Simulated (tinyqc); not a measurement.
Energy against coordination: Tersoff bond-order potential. Computed by tinyqc, a small Python program. Command: `OMP_NUM_THREADS=1 python tinyqc.py 3024760 3024761 out.jsonl tersoff walk`. One thread of a shared host (Intel(R) Xeon(R) Processor @ 2.30GHz), about 0.01 s of CPU time with the checks.

E = (1/2) sum_(i, j != i) [A exp(-lambda r_ij) - b_ij B exp(-mu r_ij)], b_ij = (1 + (beta zeta_ij)^n)^(-1/(2n)), zeta_ij = sum_(k != i, j) g(theta_ijk), g = 1 + c^2/d^2 - c^2/(d^2 + (h - cos theta)^2), with theta at atom i. Only nearest neighbours count (cut-off function 1 for them, 0 beyond).

Inputs (values chosen for the exercise, modelled on silicon): A = 1859.6 eV; B = 469.33 eV; lambda = 2.4799 1/angstrom; mu = 1.7322 1/angstrom; beta = 1.06e-06; n = 0.7898; c = 101200; d = 16.12; h = -0.5957.

Method. Angles seen from one bond (cos theta: count): chain -1: 1; graphitic -1/2: 2; diamond -1/3: 3; square net 0: 2, -1: 1; simple cubic 0: 4, -1: 1; bcc 1/3: 3, -1/3: 3, -1: 1; fcc 1/2: 4, 0: 2, -1/2: 4, -1: 1. With z equal bonds of order b, r = ln(lambda A/(mu b B))/(lambda - mu) and E per atom = -(z/2) b B exp(-mu r)(1 - mu/lambda).

Relaxed structures:
```
structure      z        zeta       b  r (angstrom)  E per atom (eV)  E per bond (eV)
dimer          1           0  1.0000        2.3213          -1.2690          -2.5380
chain          2  2.4777e+04  0.9658        2.3678          -2.2616          -2.2616
graphitic      3  2.7800e+03  0.9937        2.3298          -3.7281          -2.4854
diamond        4  3.1316e+04  0.9593        2.3769          -4.4219          -2.2109
square net     4  1.3228e+05  0.8854        2.4840          -3.3905          -1.6953
simple cubic   6  2.3977e+05  0.8313        2.5684          -4.1251          -1.3750
bcc            8  4.4752e+05  0.7562        2.6950          -4.0183          -1.0046
fcc           12  8.6285e+05  0.6591        2.8789          -3.8207          -0.6368
```

The lowest are diamond, simple cubic and bcc, the first two 0.297 eV apart. The bond order falls from 1 to 0.659 and the bond weakens from -2.54 to -0.64 eV, as b^(lambda/(lambda - mu)) with exponent 3.32. With the same z = 4 the square net lies 1.03 eV above diamond, from its angles alone. Caution: in bcc and other dense structures second neighbours can fall inside the usual cut-off; they are left out here.

Extremes, crossings and ranges named in words are read from the listed rows.
